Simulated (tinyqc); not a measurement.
Convergence with the mesh: density of states of one tight-binding band of a chain.

E(k) = -2 t cos(2 pi k) - 2 t2 cos(4 pi k); k in fractions of the reciprocal vectors, mesh k_i = j/N with j = 0 .. N-1. Densities are per cell and per spin, so the band holds one state.

Each interval of the mesh is a segment with E linear in k: n = (E - e1)/(e2 - e1), g = 1/(e2 - e1) between its end values.

Gaussian broadening: g(E) = mean over the mesh of exp(-(E - E_k)^2/(2 sigma^2))/(sigma sqrt(2 pi)), n(E) = mean of erfc((E_k - E)/(sigma sqrt 2))/2.

Inputs chosen for the exercise:
- t = 1.14 eV (nearest hopping)
- t2 = -0.2 eV (second hopping)
- E = 0.03 eV (energy at which the density is wanted)
- sigma = 0.114 eV (Gaussian width)

At the energy E; the plain count is the share of mesh points below E; the reference is the linear method with N = 4000.

Results:
```
N    points  g linear  n linear  g Gaussian  n Gaussian  n plain count
8         8    0.1242    0.5534      0.0007      0.6250         0.6250
16       16    0.1263    0.5543      0.0004      0.5625         0.5625
32       32    0.1315    0.5565      0.2023      0.5529         0.5312
64       64    0.1280    0.5567      0.1285      0.5565         0.5469
128     128    0.1265    0.5568      0.1264      0.5567         0.5547
256     256    0.1258    0.5568      0.1264      0.5567         0.5586
```

reference n and g: 0.5568  0.1262

What does the comparison show?

The linear n(E) stays within 0.002 of the reference from N = 32 on. The Gaussian g stays within 1 % of its last value from N = 128 on; it tends to the broadened curve, not the true one. At the last mesh it lies 0.000 1/eV from the reference g and the linear g 0.000. The plain count errs by +0.0018 at the last mesh.

tinyqc: `OMP_NUM_THREADS=1 python tinyqc.py 1682316 1682317 out.jsonl`; about 0.01 s, one thread, shared Intel(R) Xeon(R) Processor @ 2.30GHz.
